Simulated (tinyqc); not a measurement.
Thermionic-field emission through a Schottky barrier, WKB: two steps of the calculation.

Metal on an n-type semiconductor with one parabolic valley; V > 0 is forward bias (metal positive). Energies E are counted from the conduction edge of the neutral semiconductor, whose Fermi level lies at -xi; that of the metal lies at -xi - V. The barrier is a parabola of height Vd = phi - xi - V (depletion approximation, no image force).

Parameters, values chosen for the exercise; band and dielectric values those of a made-up semiconductor: temperature T = 300 K; electron mass me = 0.219 m0; relative permittivity eps_r = 9.87; barrier height seen from the metal phi = 1.35 eV; donor density Nd = 9.5e18 cm^-3; bias V = 0.57 V; points of the energy grid nE = 13; upper end of the energy grid Eb = 0.55 eV.

Constants: q = 1.602176634e-19 C, kB = 1.380649e-23 J/K, hbar = 1.054571817e-34 J s, h = 6.62607015e-34 J s, m0 = 9.1093837015e-31 kg, Vt = kB T/q, eps0 = 8.8541878128e-14 F/cm where lengths are in cm. Results are converted to the units shown.

Problem 1. Fermi level, barrier and E00. Nc = 2 (2 pi me m0 kB T/h^2)^1.5 (times 1e-6 for cm^-3); Nd = Nc F12(-xi/Vt), F12(x) = (2/sqrt(pi)) int_0^infinity sqrt(u)/(1 + exp(u - x)) du; E00 = (hbar/2) sqrt(Nd/(me m0 eps0 eps_r)) in SI units (volts). W = sqrt(2 eps0 eps_r Vd/(q Nd)).

Wanted: Nc; xi; Vd; W; E00; E00/Vt.

Solution 1.

Nc = 2.5718e18 cm^-3
xi = -0.065971 eV
Vd = 0.84597 V
W = 9.8562 nm
E00 = 38.923 meV
E00/Vt = 1.5056

By a common rule of thumb, E00/Vt below 0.5 marks thermionic emission, 0.5 to 5 thermionic-field emission and above 5 field emission. By that rule alone: thermionic-field emission; with a high barrier, tunnelling near its top can carry most of the current even below 0.5.

Problem 2. Current density on a coarse grid. For E < Vd, ln T(E) = -(Vd/E00) [sqrt(1 - y) - y ln((1 + sqrt(1 - y))/sqrt(y))], y = E/Vd; T(E) = 1 above. J = A* T (q/kB) int_0^infinity T(E) N(E) dE, N = ln[(1 + exp((-xi - E)/Vt))/(1 + exp((-xi - V - E)/Vt))], A* = 4 pi q me m0 kB^2/h^3 (times 1e-4 for A/(cm^2 K^2)). Simpson's rule on nE equally spaced points from 0 to Eb.

xi = -0.065970530 eV
Vd = 0.84597053 V
E00 = 38.923194 meV

Give: E; T(E); N; T(E) N; J.

Solution 2.

```
point  E (eV)       T(E)         N     T(E) N
0      0.0000  3.638e-10     2.627  9.557e-10
1      0.0458   8.185e-9     1.157   9.467e-9
2      0.0917   8.007e-8    0.3149   2.521e-8
3      0.1375   5.657e-7   0.06096   3.448e-8
4      0.1833   3.213e-6   0.01062   3.412e-8
5      0.2292   1.543e-5  0.001811   2.795e-8
6      0.2750   6.448e-5  3.079e-4   1.985e-8
7      0.3208   2.391e-4  5.230e-5   1.250e-8
8      0.3667   7.963e-4  8.882e-6   7.073e-9
9      0.4125   0.002405  1.509e-6   3.628e-9
10     0.4583   0.006627  2.562e-7   1.698e-9
11     0.5042    0.01674  4.351e-8  7.285e-10
12     0.5500    0.03887  7.390e-9  2.872e-10
```

J = 0.7449 A/cm^2

The integrand peaks at E = 0.138 eV among these points, 0.16 of the barrier height.

Range of the model: The depletion approximation, a parabolic band and the neglect of image-force lowering make these currents estimates at high doping.

Program tinyqc, `OMP_NUM_THREADS=1 python tinyqc.py 2640068 2640069 out.jsonl`; Intel Xeon 2.30GHz, shared host, one thread, about 0.04 s.
